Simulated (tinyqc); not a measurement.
## Depth and level of a trap from the time ratio

Inverse problem. For an oxide trap tc/te = exp(E/Vt) with E = E0 - dpsi - (xt/tox)(Vg - VT - dpsi), dpsi being the rise of the surface potential above its value at threshold. Find xt and E0, and the depth that would be read if dpsi were ignored.

Inputs (values chosen for the exercise): temperature T = 300 K; insulator thickness tox = 1.6 nm.

Constants: q = 1.602176634e-19 C, kB = 1.380649e-23 J/K, Vt = kB T/q. Results are converted to the units shown.

Vg - VT (V): [0.43, 0.58]
tc/te: [2.2627339, 0.23908797]
dpsi (V): [0.074446053, 0.083064984]

Answer. E + dpsi is a straight line in the oxide voltage Vg - VT - dpsi with slope -xt/tox and intercept E0. Ignoring dpsi assigns the motion of the bands to the trap and overstates its depth.

xt = 0.5600 nm
E0 = 0.2200 eV
depth read without dpsi = 0.6198 nm

tinyqc, about 0.01 s, one thread, Intel Xeon 2.30GHz (shared host): `OMP_NUM_THREADS=1 python tinyqc.py 2710048 2710049 out.jsonl`
